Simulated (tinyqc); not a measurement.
From results back to parameters: band gaps under pressure and temperature from deformation potentials. Five cases, with inputs chosen for the exercise.

Problem. A gap falls from its value at 0 K by aV T^2/(T + bV). The falls at two temperatures are given.

Case 1.

Values chosen (out of a larger set: near those of InP, the X and L potentials typical of such crystals; not measured data): T12 = (200, 500) K (two temperatures).

falls at the two temperatures (meV): 40.217391  138.473054

Case 2.

Values chosen (out of a larger set: near those of GaP, the X and L potentials typical of such crystals; not measured data): T12 = (200, 500) K (two temperatures).

falls at the two temperatures (meV): 39.644760  161.645423

Case 3.

Values chosen (out of a larger set: near those of AlAs, the X and L potentials typical of such crystals; not measured data): T12 = (100, 400) K (two temperatures).

falls at the two temperatures (meV): 14.826446  158.585635

Case 4.

Values chosen (out of a larger set: near those of InP, the X and L potentials typical of such crystals; not measured data): T12 = (77, 150) K (two temperatures).

falls at the two temperatures (meV): 9.073530  26.578125

Case 5.

Values chosen (out of a larger set: near those of InAs, the X and L potentials typical of such crystals; not measured data): T12 = (200, 500) K (two temperatures).

falls at the two temperatures (meV): 38.762887  119.289340

Find: T^2/fall; aV; bV.

Solution. T^2/fall = (T + bV)/aV is a straight line in T with slope 1/aV and intercept bV/aV.

Case 1.

T^2/fall (K^2/meV): 994.6  1805.4

aV = 0.370 meV/K
bV = 168 K

Case 2.

T^2/fall (K^2/meV): 1009.0  1546.6

aV = 0.558 meV/K
bV = 363 K

Case 3.

T^2/fall (K^2/meV): 674.5  1008.9

aV = 0.897 meV/K
bV = 505 K

Case 4.

T^2/fall (K^2/meV): 653.4  846.6

aV = 0.378 meV/K
bV = 170 K

Case 5.

T^2/fall (K^2/meV): 1031.9  2095.7

aV = 0.282 meV/K
bV = 91 K

Computed by tinyqc, one run a case: `OMP_NUM_THREADS=1 python tinyqc.py N N+1 out.jsonl` with N = 1081238, 1081286, 1081293, 1081312, 1081353; one thread of a shared Intel(R) Xeon(R) Processor @ 2.30GHz, about 0.01 s a run at most.
